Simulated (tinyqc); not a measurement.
# Raman shift of the zone-centre optical phonon of a diamond-structure crystal under stress, step by step

A worked calculation. Computed by tinyqc, a small Python program that keeps every step. Command: `OMP_NUM_THREADS=1 python tinyqc.py 3014364 3014365 out.jsonl ramanstress walk`. One thread of a shared host (Intel(R) Xeon(R) Processor @ 2.30GHz), about 0.01 s of CPU time with the checks. Intermediate numbers are printed to about 6 digits and carried at full precision; extremes and crossings named in words are read from the listed rows.

Axes x, y, z are the cube axes. Strain shifts the threefold optical mode and can split it; p, q and r are the phonon deformation potentials.

Inputs (values chosen for the exercise, for a model crystal):

| quantity | value | unit |
|---|---|---|
| unstrained frequency omega_0 | 721 | 1/cm |
| p/omega_0^2 | -1.39 | - |
| q/omega_0^2 | -2.43 | - |
| r/omega_0^2 | -0.617 | - |
| C11 | 381 | GPa |
| C12 | 95.4 | GPa |
| C44 | 163 | GPa |
| stress sigma (tension positive) | 0.21 | GPa |
| polarisation angle phi | 60 | degree |
| temperature coefficient d omega/dT | -0.026 | 1/(cm K) |
| local temperature T | 310 | K |
| laser wavelength | 364 | nm |

Stress state: biaxial. Axis: [111].

Constants: h = 6.62607015e-34 J s; c = 299792458 m/s; k_B = 1.380649e-23 J/K.

## Compliances

S11 = (C11 + C12)/D, S12 = -C12/D, D = (C11 - C12)(C11 + 2 C12), S44 = 1/C44.

S11 = 2.91722 1/TPa

S12 = -0.584179 1/TPa

S44 = 6.13497 1/TPa

## Stress and strain tensors

Equal biaxial stress in the plane normal to the axis (unit vector n): sigma_ij = sigma (delta_ij - n_i n_j). eps_xx = S11 sigma_xx + S12 (sigma_yy + sigma_zz), and cyclic; eps_xy = S44 sigma_xy/2 (tensor strain).

stress (GPa):
```
       x      y      z
x   0.14  -0.07  -0.07
y  -0.07   0.14  -0.07
z  -0.07  -0.07   0.14
```

strain (per mille):
```
           x          y          z
x   0.244841  -0.214724  -0.214724
y  -0.214724   0.244841  -0.214724
z  -0.214724  -0.214724   0.244841
```

volume strain = 0.734523 per mille

## Secular matrix and shifts

Secular matrix: M_xx = p eps_xx + q (eps_yy + eps_zz), M_xy = 2 r eps_xy; its eigenvalues are omega^2 - omega_0^2, and the shifts are these over 2 omega_0.

M/(2 omega_0) (1/cm):
```
           x          y          z
x  -0.551657   0.095521   0.095521
y   0.095521  -0.551657   0.095521
z   0.095521   0.095521  -0.551657
```

shifts, in rising order (1/cm): -0.647178  -0.647178  -0.360614

The triplet splits into a singlet and a doublet. Tension softens every mode.

## Mean shift and Grueneisen parameter

gamma = -(p + 2q)/(6 omega_0^2); the mean of the three shifts is -gamma omega_0 x (volume strain).

mode Grueneisen parameter gamma = 1.04167

mean shift = -0.551657 1/cm

## The line seen from a (001) surface

Backscattering from a (001) surface: incident polarisation (cos phi, sin phi, 0). With Raman tensors (R_z)_xy = (R_z)_yx = 1 and cyclic, only the z component u_z of a mode counts: I = u_z^2 sin^2(2 phi) for parallel and u_z^2 cos^2(2 phi) for crossed polarisers. An unresolved line sits at the intensity-weighted shift, which is M_zz/(2 omega_0).

total intensity, parallel = 0.75

total intensity, crossed = 0.25

shift of the observed line = -0.551657 1/cm

shift per stress = -2.62694 1/(cm GPa)

stress per shift = -380.671 MPa cm

Shear mixes z with x and y, so the line is a blend of modes with different shifts. Caution: this stress has components normal to the (001) face, so it cannot reach a free (001) surface; it can act on buried material.

## The same stress in different states

Uniaxial: sigma n n^T; biaxial: sigma (1 - n n^T); hydrostatic: sigma 1. The line seen from (001) is taken as unresolved, at the intensity-weighted shift M_zz/(2 omega_0).

Shifts (1/cm):

| state | lowest | middle | highest | line seen from (001) |
|---|---|---|---|---|
| uniaxial [100] | -0.367721 | -0.367721 | -0.092044 | -0.367721 |
| uniaxial [110] | -0.373165 | -0.367721 | -0.086600 | -0.367721 |
| uniaxial [001] | -0.367721 | -0.367721 | -0.092044 | -0.092044 |
| uniaxial [111] | -0.466871 | -0.180307 | -0.180307 | -0.275829 |
| biaxial, normal [001] | -0.735441 | -0.459765 | -0.459765 | -0.735441 |
| biaxial, normal [111] | -0.647178 | -0.647178 | -0.360614 | -0.551657 |
| hydrostatic | -0.827486 | -0.827486 | -0.827486 | -0.827486 |

Seen from (001), uniaxial stress along [100] and along [110] give the same shift (-0.368), and equal biaxial stress in the plane gives twice as much (-0.735), since only sigma_xx + sigma_yy and sigma_zz enter M_zz. Stress along [001] gives -0.092. One measured shift therefore fixes the stress only once its state is assumed: read as uniaxial in the plane, a shift implies twice the stress that it does read as biaxial.

## Heating mistaken for stress

A temperature above 300 K shifts the line by (d omega/dT)(T - 300 K); divided by the shift per stress it poses as a stress; the total shift adds it to the shift of the observed line. The anti-Stokes to Stokes ratio is [(omega_L + omega_0)/(omega_L - omega_0)]^3 exp(-h c omega_0/(k_B T)) in photon counts, omega_L = 1/wavelength, resonance effects left out.

thermal shift = -0.26 1/cm

apparent stress from heating = 0.0989745 GPa

total shift = -0.811657 1/cm

anti-Stokes/Stokes ratio = 0.0412207

Heating poses as tension, 47 % of the true stress in size; the intensity ratio gives T apart from the shift.

Checks made by the program: mean of the eigenvalues against the trace rule (relative difference below 1e-10); weighted mean of the modes against M_zz (relative difference below 1e-10).
